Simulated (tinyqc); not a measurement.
# Hole mobility in a silicon inversion layer, empirical terms and Matthiessen rule: what changes with what

Inversion layer of sheet density Ns on a uniformly doped body. The mobility terms are empirical power laws with prefactors chosen for the exercise; adding their inverses (Matthiessen) is itself an approximation.

Values chosen for this exercise; material values close to those of silicon: temperature T = 400 K; band gap Eg = 1.1 eV; relative permittivity of the semiconductor eps_r = 11.7; conduction-band density of states at T Nc = 4.28e19 cm^-3; valence-band density of states at T Nv = 4.03e19 cm^-3; body doping Nb = 2.4e18 cm^-3; reverse body bias Vsb = 0 V; weight of the inversion charge in the effective field eta = 0.3333; phonon-limited mobility at 1 MV/cm and 300 K Ap = 122 cm^2/(V s); roughness-limited mobility at 1 MV/cm As = 451 cm^2/(V s); exponent of the roughness term gs = 1.3; Coulomb prefactor Ac = 1400 cm^2/(V s); charge at the interface Nit = 6.8e11 cm^-2; inversion density Ns = 6.7e11 cm^-2.

Constants: q = 1.602176634e-19 C, kB = 1.380649e-23 J/K, Vt = kB T/q, eps0 = 8.8541878128e-14 F/cm where lengths are in cm. Results are converted to the units shown.

Each table varies one quantity; the others keep the values above.

## Effect of the body doping

ni = sqrt(Nc Nv) exp(-Eg/(2 Vt)), Eg in volts; Ndep = sqrt(2 eps0 eps_r Nb (2 Vt ln(Nb/ni) + Vsb)/q); E = q (Ndep + eta Ns)/(eps0 eps_r), in MV/cm. With t = T/(300 K): muC = Ac (Ns/1e12 cm^-2) t/(Nb/1e17 cm^-3 + Nit/1e11 cm^-2), muP = Ap E^(-1/3) t^(-1.75), muS = As E^(-gs); 1/mu is the sum of the inverses.

Result of one run:
```
Nb (cm^-3)  E (MV/cm)  muC (cm^2/(V s))  muP (cm^2/(V s))  muS (cm^2/(V s))  mu (cm^2/(V s))
1e18           0.5452             74.44             90.27             992.3            39.19
```

What becomes of these results when the body doping Nb is changed from 1e18 to 2e16 cm^-3, all else the same?

Result of the changed run:
```
Nb (cm^-3)  E (MV/cm)  muC (cm^2/(V s))  muP (cm^2/(V s))  muS (cm^2/(V s))  mu (cm^2/(V s))
2e16          0.09410             178.7             162.1              9739            84.26
```

The whole series:
```
Nb (cm^-3)  E (MV/cm)  muC (cm^2/(V s))  muP (cm^2/(V s))  muS (cm^2/(V s))  mu (cm^2/(V s))
2e16          0.09410             178.7             162.1              9739            84.26
4.4e16         0.1270             172.7             146.7              6597            78.39
9.7e16         0.1776             161.0             131.2              4264            71.07
2.1e17         0.2531             140.5             116.6              2691            62.24
4.7e17         0.3737             108.8             102.4              1622            51.08
1e18           0.5452             74.44             90.27             992.3            39.19
2.3e18         0.8350             41.97             78.31             570.2            26.08
5e18            1.249             22.02             68.47             337.7            15.88
```

As Nb goes from 2e16 to 5e18 cm^-3, E rises from 0.0941 to 1.25 MV/cm and mu falls from 84.3 to 15.9 cm^2/(V s). The smallest term is the phonon one in the first row and the Coulomb one in the last.

## Effect of the reverse body bias

Same model as above.

The same in every row: muC (cm^2/(V s)) = 40.61.

Result of one run:
```
Vsb (V)  E (MV/cm)  muP (cm^2/(V s))  muS (cm^2/(V s))  mu (cm^2/(V s))
2.4          1.601             63.04             244.7            22.43
```

What becomes of these results when the reverse body bias Vsb is changed from 2.4 to 1.6 V, all else the same?

Result of the changed run:
```
Vsb (V)  E (MV/cm)  muP (cm^2/(V s))  muS (cm^2/(V s))  mu (cm^2/(V s))
1.6          1.398             65.95             291.8            23.14
```

The whole series:
```
Vsb (V)  E (MV/cm)  muP (cm^2/(V s))  muS (cm^2/(V s))  mu (cm^2/(V s))
0           0.8535             77.74             554.1            25.45
0.4          1.018             73.30             440.5            24.67
0.8          1.159             70.20             372.2            24.06
1.2          1.284             67.84             325.8            23.57
1.6          1.398             65.95             291.8            23.14
2            1.503             64.38             265.6            22.77
2.4          1.601             63.04             244.7            22.43
```

As Vsb goes from 0 to 2.4 V, E rises from 0.853 to 1.60 MV/cm and mu falls from 25.4 to 22.4 cm^2/(V s). The Coulomb term is the smallest in the first and the last row. For Vsb = 2 to 2.4 V E passes 1.5 MV/cm, beyond the usual range of such laws.

Numbers from tinyqc (`OMP_NUM_THREADS=1 python tinyqc.py 2510023 2510024 out.jsonl`; about 0.01 s on one thread of a shared Intel Xeon 2.30GHz).
